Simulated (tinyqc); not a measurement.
Stacked nanosheet transistor, parasitic resistance, capacitance and delay: one step of the calculation.

Ns sheets share one contact on top; each has perimeter p = 2 (Ws + ts) and cross-section A = Ws ts; contact width Wc = Ws + 10 nm, stack height Hs = Ns pv. Sheet 1 is the top one. Contact length Lc = CPP - Lg - 2 Lsp, shared by two neighbouring gates. Source and drain sides are equal. The formulas are first-order estimates, not field solutions.

Task. Geometry and resistances. Epitaxy sheet resistance Rsh = re/te, transfer length LT = sqrt(rc/Rsh), contact Rc = [sqrt(rc Rsh)/Wc] coth(Lc/(2 LT)); extension of one sheet Rx = rx Lsp/A. Effective width N p; for equal currents and rv = 0 one side has Rc + Rx/N.

Inputs (values chosen for the exercise); values close to those of silicon logic devices: number of sheets Ns = 3; sheet width Ws = 15 nm; sheet thickness ts = 5 nm; contacted gate pitch CPP = 54 nm; gate length Lg = 14 nm; spacer length Lsp = 7 nm; contact resistivity rc = 7.3e-10 ohm cm^2; resistivity of the source-drain epitaxy re = 0.00079 ohm cm; current-carrying depth of the epitaxy te = 20 nm; resistivity of the extension rx = 0.00085 ohm cm.

Give: Lc; effective width; Rsh; LT; Rc; Rx; one side times effective width.

Result.

Lc = 26.000 nm
effective width = 120.00 nm
Rsh = 395.00 ohm
LT = 13.594 nm
Rc = 289.24 ohm
Rx = 793.33 ohm
one side times effective width = 66.442 ohm um

tinyqc, about 0.07 s, one thread, Intel Xeon 2.30GHz (shared host): `OMP_NUM_THREADS=1 python tinyqc.py 2170060 2170061 out.jsonl`
